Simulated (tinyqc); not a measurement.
## Sheet resistance and contact resistivity from two gaps

Inverse problem. A circular structure with r0 >> Lt has R = (Rsh/2 pi) [Lt (1/r0 + 1/r1) + ln(r1/r0)], r1 = r0 + sp, Lt = sqrt(rc/Rsh). Find Rsh, Lt and rc.

Inputs (values chosen for the exercise):

| symbol | value | unit | meaning |
|---|---|---|---|
| r0 | 0.085 | um | radius of the inner contact |

R at sp = 0.017 and 0.077 um (ohm): 215.73516  352.14669

Answer. R is linear in Rsh and Rsh Lt, so two gaps give both.

Rsh = 2200 ohm/sq
Lt = 0.02011 um
rc = 8.900e-9 ohm cm^2

tinyqc, about 0.01 s, one thread, Intel Xeon 2.30GHz (shared host): `OMP_NUM_THREADS=1 python tinyqc.py 2760017 2760018 out.jsonl`
